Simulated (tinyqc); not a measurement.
# From one set of inputs to another, one input at a time

Model: Haynes-Shockley experiment: drift, diffusion and decay of a minority-carrier pulse. Computed by tinyqc, a small Python program. Command: `OMP_NUM_THREADS=1 python tinyqc.py 3113958 3113959 out.jsonl haynes ladder`. One thread of a shared host (Intel(R) Xeon(R) Processor @ 2.30GHz), about 0.01 s of CPU time with the checks.

A thin sheet of excess carriers is made at x = 0, t = 0 in a long uniform bar; injection is low, so the pulse moves with the minority mobility.

The inputs printed are set A. Set A is modelled on holes in n-type germanium in a lightly doped bar; the values taken over come from a set modelled on electrons in p-type silicon in a lightly doped bar. Inputs not listed in the table keep their values of set A, so the rows need not describe a real material.

Inputs (values chosen for the exercise, modelled on holes in n-type germanium in a lightly doped bar):

| quantity | value | unit |
|---|---|---|
| minority mobility mu | 1930 | cm^2/(V s) |
| lifetime tau | 28 | microsecond |
| temperature T | 300 | K |
| field F | 8.1 | V/cm |
| distance d to the collector | 0.33 | cm |
| injected sheet density N0 | 2.3e+10 | 1/cm^2 |

Constants: k_B = 8.617333262e-05 eV/K.

Method:
- D = mu k_B T/e, v = mu F.
- Transit time d/v, diffusion length sqrt(D tau), drift length v tau, Peclet number v d/D = e F d/(k_B T).
- dn(x, t) = N0/sqrt(4 pi D t) exp(-(x - v t)^2/(4 D t) - t/tau).
- At fixed x the signal peaks where d ln(dn)/dt = 0: a t^2 + t/2 - x^2/(4 D) = 0 with a = v^2/(4 D) + 1/tau.
- The full width at half maximum is found by solving dn(x, t) = peak/2 on both sides of the peak.
- With w the full width at half maximum: mu = d/(F t_p); D = (w d)^2/(16 ln2 t_p^3); Einstein ratio D/mu against k_B T/e.

Each row keeps all changes above it:

| input moved | from | to | time of the peak t_p (microsecond) | apparent mobility (cm^2/(V s)) | apparent D (cm^2/s) |
|---|---|---|---|---|---|
| set A | - | - | 20.61 | 1977 | 50.71 |
| injected sheet density N0 (1/cm^2) | 2.3e+10 | 1.6e+10 | 20.61 | 1977 | 50.71 |
| minority mobility mu (cm^2/(V s)) | 1930 | 1260 | 31.34 | 1300 | 33.10 |
| field F (V/cm) | 8.1 | 17 | 15.26 | 1272 | 32.83 |
| distance d to the collector (cm) | 0.33 | 0.83 | 38.48 | 1269 | 32.67 |
| lifetime tau (microsecond) | 28 | 7.1 | 37.93 | 1287 | 32.67 |

Which inputs carry the difference?

Time of the peak t_p goes from 20.6 to 37.9, a factor 1.84 in all. The largest single move comes from distance d to the collector (a factor 2.52), and field F works against it (a factor 0.487). Apparent mobility goes from 1980 to 1290, a factor 0.651 in all. The largest single move comes from minority mobility mu (a factor 0.658). Apparent D goes from 50.7 to 32.7, a factor 0.644 in all. The largest single move comes from minority mobility mu (a factor 0.653). The single moves hold for this order of the switches; the total does not depend on the order.

Extremes, crossings and ranges named in words are read from the listed rows.
